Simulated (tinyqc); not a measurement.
Armchair graphene nanoribbon in tight binding: sweeps and comparisons. A value that a table varies takes the place of the one given here.

An armchair ribbon of N dimer lines, width (N - 1) sqrt3 acc/2, period 3 acc, one pz orbital a site. In line n, A_n binds to B_n with -t exp(ik/3), times (1 + d) in the two edge lines, and to B_(n-1) and B_(n+1) with -t exp(-ik/6); k runs from -pi to pi. For d = 0 the modes across the ribbon are sin(n p pi/(N + 1)), p = 1 to N, with E = -/+ t sqrt(1 + 4 c^2 + 4 c cos(k/2)), c = cos(p pi/(N + 1)).

Constants: hbar^2/2m0 = 3.80998211 eV angstrom^2.

Values chosen for the exercise (near those used for graphene; not measured data): t = 2.7 eV (hopping); acc = 1.42 angstrom (bond length); N0 = 22 (first width); d1 = 0.1 (edge correction); N = 7 (dimer lines); d = 0 (relative strengthening of the edge bonds); k = 0.94 (k times the period 3 acc).

## Three families of gaps

Nine widths from N0 on, gaps at k = 0 with d = 0 and d = d1.

Gaps:

| N | family | width (angstrom) | gap, d = 0 (eV) | gap, d1 (eV) | gap x (N + 1) sqrt3 acc/2 (eV angstrom) |
|---|---|---|---|---|---|
| 22 | 3p+1 | 25.82 | 0.4313 | 0.5024 | 14.21 |
| 23 | 3p+2 | 27.05 | 0.0000 | 0.0646 | 1.91 |
| 24 | 3p | 28.28 | 0.3869 | 0.3282 | 10.09 |
| 25 | 3p+1 | 29.51 | 0.3810 | 0.4434 | 14.18 |
| 26 | 3p+2 | 30.74 | 0.0000 | 0.0573 | 1.90 |
| 27 | 3p | 31.97 | 0.3459 | 0.2932 | 10.10 |
| 28 | 3p+1 | 33.20 | 0.3412 | 0.3969 | 14.15 |
| 29 | 3p+2 | 34.43 | 0.0000 | 0.0516 | 1.90 |
| 30 | 3p | 35.66 | 0.3128 | 0.2650 | 10.10 |

Without edge correction the 3p+2 ribbons have no gap and the other two families nearly share one curve. With it the mean of the last column is 14.18 for 3p+1, 10.10 for 3p and 1.90 eV angstrom for 3p+2: the stronger edge bonds raise the gap of 3p+1, lower that of 3p and open one in 3p+2. Within a family the gap falls about as 1/width. One-electron gaps of this kind leave out the self-energy and exciton terms, which are large in narrow ribbons.

## Mass and gap go together

Nine widths from N0 on. Lowest conduction band for d = d1: m/m0 = c q^2/(E(q) - E(0)) with q = h/(3 acc), h = 0.001, c = hbar^2/2m0. Dirac rule: m = Eg/(2 v^2), that is m/m0 = c Eg/(hbar v)^2 with hbar v = 3 t acc/2.

Masses:

| N | gap (eV) | mass (m0) | Dirac rule (m0) |
|---|---|---|---|
| 22 | 0.5024 | 0.0621 | 0.0579 |
| 23 | 0.0646 | 0.0074 | 0.0074 |
| 24 | 0.3282 | 0.0349 | 0.0378 |
| 25 | 0.4434 | 0.0544 | 0.0511 |
| 26 | 0.0573 | 0.0065 | 0.0066 |
| 27 | 0.2932 | 0.0315 | 0.0338 |
| 28 | 0.3969 | 0.0483 | 0.0457 |
| 29 | 0.0516 | 0.0059 | 0.0059 |
| 30 | 0.2650 | 0.0286 | 0.0305 |

The ratio of mass to the Dirac rule runs from 0.92 (N = 24) to 1.07 (N = 22). Its mean is 0.93 for N = 3p, 1.07 for 3p+1 and 0.99 for 3p+2: the lowest modes of 3p and 3p+1 lie on opposite sides of the Dirac point, where the velocity along the ribbon differs. The largest gap (N = 22) and the heaviest mass (N = 22) belong to one ribbon.

## What each parameter does

Gap at k = 0, lowest positive level at k, and highest level at k = 0. Each row changes one parameter from the base and keeps the others.

Results:

| case | gap (eV) | lowest level at k (eV) | top of the band (eV) |
|---|---|---|---|
| base | 1.2670 | 1.2694 | 7.6889 |
| t = 2.835 eV | 1.3304 | 1.3329 | 8.0734 |
| N = 8 | 0.0000 | 1.2574 | 7.7743 |
| d = 0.05 | 1.3809 | 1.3082 | 7.6991 |
| k = 0.752 | 1.2670 | 1.0867 | 7.6889 |

The largest shifts from the base row, up to three for each result and ties (the steps differ in size, so this ranks the rows, not the parameters). gap (eV): N -1.2670, d +0.1138, t +0.0634; unchanged at the printed digits by k. lowest level at k (eV): k -0.1827, t +0.0635, d +0.0388. top of the band (eV): t +0.3844, N +0.0854, d +0.0102; unchanged at the printed digits by k.

Computed by tinyqc, a small Python program: `OMP_NUM_THREADS=1 python tinyqc.py 1482052 1482053 out.jsonl` (the numbers bound the seed that draws the inputs); one thread of a shared host (Intel(R) Xeon(R) Processor @ 2.30GHz), about 0.02 s for the whole set of steps.
